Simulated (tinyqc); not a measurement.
Defect-molecule model of a vacancy with Jahn-Teller distortion, step by step. Values are carried at full precision from step to step, so a last printed digit may differ when a step is redone from the rounded ones.

Four dangling hybrids a, b, c, d point into the vacancy: H_ii = E0, and -gm between any two. A tetragonal distortion Q pairs a with b and c with d: those two couplings become -gm - I Q and the other four -gm + I Q/2, at an elastic cost k Q^2/2. The a1 level holds two electrons; charge states 2+, + and 0 put n = 0, 1, 2 more into the lowest level of t2 origin. Energy from the 2+ state at Q = 0, with the Fermi level mu counted from Ev: W_n(Q) = n (et - 2 I Q) + k Q^2/2 + Uc n (n - 1)/2 - n mu. et = E0 + gm is the undistorted t2 level.

Parameters, chosen for this exercise (of the size used for the vacancy in silicon; the results hold for these values, not for the real material):
- E0 = -0.18 eV (level of a dangling hybrid, from Ev)
- gm = 0.4 eV (coupling between two dangling hybrids)
- I = 1.08 eV/angstrom (Jahn-Teller coupling)
- k = 18.9 eV/angstrom^2 (force constant of the mode)
- Uc = 0.25 eV (repulsion of two electrons in one orbital)
- Q = 0.07 angstrom (a trial distortion)

## The molecule at a trial distortion

Fill in H at Q.

H (eV):
```
         a        b        c        d
a  -0.1800  -0.4756  -0.3622  -0.3622
b  -0.4756  -0.1800  -0.3622  -0.3622
c  -0.3622  -0.3622  -0.1800  -0.4756
d  -0.3622  -0.3622  -0.4756  -0.1800
```

## One-electron levels

Diagonalise. By symmetry: a + b + c + d at E0 - 3 gm, a + b - c - d at E0 + gm - 2 I Q, and the pair a - b, c - d at E0 + gm + I Q.

levels (eV): -1.3800  0.0688  0.2956  0.2956

The t2 triplet has split by 3 I Q = 0.2268 eV, and its centre has stayed.

## Relaxed charge states

Minimise W_n over Q: Q_n = 2 n I/k, gain n^2 E_JT with E_JT = 2 I^2/k. W_n at mu = 0 is n et - n^2 E_JT + Uc n (n - 1)/2.

E_JT = 0.1234 eV

States:

| n | charge | Q_n (angstrom) | gain (eV) | W_n (eV) |
|---|---|---|---|---|
| 0 | 2+ | 0.0000 | 0.0000 | 0.0000 |
| 1 | + | 0.1143 | 0.1234 | 0.0966 |
| 2 | 0 | 0.2286 | 0.4937 | 0.1963 |

## Transition levels and the effective U

From the energies W_n of the relaxed states with n = 0, 1, 2 electrons: E(2+/+) = W1 - W0, E(+/0) = W2 - W1, U_eff = E(+/0) - E(2+/+), E(2+/0) = (W2 - W0)/2.

levels above Ev (eV): (2+/+) 0.0966, (+/0) 0.0997, (2+/0) 0.0981

U_eff = 0.0031 eV

U_eff > 0: the + state is the lowest for mu between 0.0966 and 0.0997 eV. The vacancy in silicon is known as a negative-U centre; these values fall on the other side of the balance.

## Vertical against thermal levels

At fixed Q the level for adding the first electron is et - 2 I Q. Capture into 2+ at Q0 = 0 costs et; removal from + at Q1 = 2 I/k takes place at et - 2 E_JT, E_JT = 2 I^2/k; the thermal level lies between, and the Franck-Condon shift is E_JT on each side. et = E0 + gm.

levels (eV): vertical at Q0 0.2200, thermal 0.0966, vertical at Q1 -0.0269

Stokes shift = 0.2469 eV

## Checks

- W2 from the formula against a numerical minimum over Q with the level from H(Q): both 0.19629.

Run: tinyqc, `OMP_NUM_THREADS=1 python tinyqc.py 1451561 1451562 out.jsonl`; Intel(R) Xeon(R) Processor @ 2.30GHz, one thread, shared host; about 0.01 s of CPU time with all checks.
